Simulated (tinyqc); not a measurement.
## Drift layer from breakdown voltage and on-resistance

Question. An ideal drift layer with a triangular field at breakdown has BV = Ec W/2, N = eps0 eps_r Ec/(q W) and Ron = W/(q mu N). Find Ec, W and N.

Values chosen for this exercise:
```
symbol  value        unit                               meaning
eps_r    9.44                             relative permittivity
mu        997  cm^2/(V s)  electron mobility of the drift layer
```

Constants: q = 1.602176634e-19 C, eps0 = 8.8541878128e-14 F/cm where lengths are in cm. Results are converted to the units shown.

BV = 2568.4586 V
Ron = 2.2050783 mohm cm^2

Solution. Eliminating W and N gives Ron = 4 BV^2/(eps0 eps_r mu Ec^3), which yields Ec.

Ec = 2431 kV/cm
W = 21.13 um
N = 6.000e15 cm^-3

tinyqc, about 0.07 s, one thread, Intel Xeon 2.30GHz (shared host): `OMP_NUM_THREADS=1 python tinyqc.py 2120068 2120069 out.jsonl`
